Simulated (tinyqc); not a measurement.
Hueckel theory of the pi electrons, for the molecule [CH2+]c1cc(C=O)ccc1F (SMILES; centres numbered as the heavy atoms are written), step by step. One step of it, computed by the program tinyqc.

Question. Energy, charges, bond orders. E = sum n x; q_r = z_r - P_rr; bond order p = P_rs; free valence = sqrt(3) - sum of p over the bonds of the atom.

x values: 3.322819  2.175713  1.599575  1.203788  0.934473  -0.016184  -0.351410  -1.149909  -1.473508  -2.195357

occupations: 2.000000  2.000000  2.000000  2.000000  2.000000  0.000000  0.000000  0.000000  0.000000  0.000000

charge and bond-order matrix P:
```
            1C         2C         3C         4C         5C         6O         7C         8C
1C    0.433984   0.642852   0.299205  -0.109233  -0.046493   0.066924  -0.262174  -0.096636
2C    0.642852   1.007311   0.533619  -0.009462  -0.051679   0.018239  -0.205869   0.011948
3C    0.299205   0.533619   0.773331   0.627911   0.172641  -0.248816   0.070299  -0.278858
4C   -0.109233  -0.009462   0.627911   1.025733   0.465608  -0.086239   0.554922  -0.016336
5C   -0.046493  -0.051679   0.172641   0.465608   0.649248   0.766653   0.129679  -0.076185
6O    0.066924   0.018239  -0.248816  -0.086239   0.766653   1.525093  -0.192442   0.030339
7C   -0.262174  -0.205869   0.070299   0.554922   0.129679  -0.192442   0.809419   0.667358
8C   -0.096636   0.011948  -0.278858  -0.016336  -0.076185   0.030339   0.667358   1.020115
9C    0.274122   0.502847  -0.074687  -0.242607  -0.119924   0.153317   0.194360   0.672471
10F  -0.071097  -0.058874   0.008983   0.041880   0.028049  -0.030044  -0.051843  -0.088182

            9C        10F
1C    0.274122  -0.071097
2C    0.502847  -0.058874
3C   -0.074687   0.008983
4C   -0.242607   0.041880
5C   -0.119924   0.028049
6O    0.153317  -0.030044
7C    0.194360  -0.051843
8C    0.672471  -0.088182
9C    0.783911   0.181632
10F   0.181632   1.971854
```

Centres:
```
centre  z_r, pi electrons of the neutral centre         h
1C                                            1  0.000000
2C                                            1  0.000000
3C                                            1  0.000000
4C                                            1  0.000000
5C                                            1  0.000000
6O                                            1  0.870000
7C                                            1  0.000000
8C                                            1  0.000000
9C                                            1  0.000000
10F                                           2  3.180000
```

Bonds:
```
i   j         k
1   2         1
2   3         1
3   4         1
4   5         1
5   6  0.860000
4   7         1
7   8         1
8   9         1
9  10  0.610000
9   2         1
```

Give: pi energy = 10 alpha + this times beta; pi charges; Bond orders and lengths from R = 1.517 - 0.180 p; free valence of the carbons; gap between the highest filled and the next level.

Answer.

pi energy = 10 alpha + this times beta = 18.473

pi charges: 1C 0.566, 2C -0.007, 3C 0.227, 4C -0.026, 5C 0.351, 6O -0.525, 7C 0.191, 8C -0.020, 9C 0.216, 10F 0.028

Bond orders and lengths from R = 1.517 - 0.180 p (angstrom, C-C alone):
```
bond      p      R
1-2   0.643  1.401
2-3   0.534  1.421
3-4   0.628  1.404
4-5   0.466  1.433
5-6   0.767      -
4-7   0.555  1.417
7-8   0.667  1.397
8-9   0.672  1.396
9-10  0.182      -
9-2   0.503  1.426
```

free valence of the carbons: 1C 1.089, 2C 0.053, 3C 0.571, 4C 0.084, 5C 0.500, 7C 0.510, 8C 0.392, 9C 0.375

gap between the highest filled and the next level = 0.951 |beta|
